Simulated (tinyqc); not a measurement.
Self-consistent Fermi level with native defects, at growth and after a quench: one step, computed by the program tinyqc.

Energies are counted from the top of the valence band (VBM); when the gap shrinks with temperature the conduction band moves and the levels stay. The added dopant is taken as fully ionised. D and A draw on one reservoir with opposite signs, as the two vacancies of a compound do.

Question. Bands at growth. E_g(T) = E_g - slope x max(0, T - 300 K). N_c = 2 M_c (2 pi m_e k_B T/h^2)^(3/2) and N_v = 2 (2 pi m_h k_B T/h^2)^(3/2), masses in units of m_0. At growth T = T_g.

Inputs (values chosen for the exercise, with bands modelled on ZnSe):

| quantity | value | unit |
|---|---|---|
| gap E_g at 300 K | 2.76 | eV |
| slope -dE_g/dT above 300 K | 0.00057 | eV/K |
| electron mass m_e | 0.154 | m_0 |
| valleys M_c | 1 | - |
| hole mass m_h | 0.735 | m_0 |
| growth temperature T_g | 1370 | K |

Added shallow dopant: acceptor.

Constants: m_0 = 9.1093837015e-31 kg; k_B = 1.380649e-23 J/K; h = 6.62607015e-34 J s; k_B = 8.617333262e-05 eV/K.

Give: E_g(T_g); N_c(T_g); N_v(T_g); k_B T_g.

Answer.

E_g(T_g) = 2.1501 eV

N_c(T_g) = 1.480e+19 cm^-3

N_v(T_g) = 1.543e+20 cm^-3

k_B T_g = 0.1181 eV
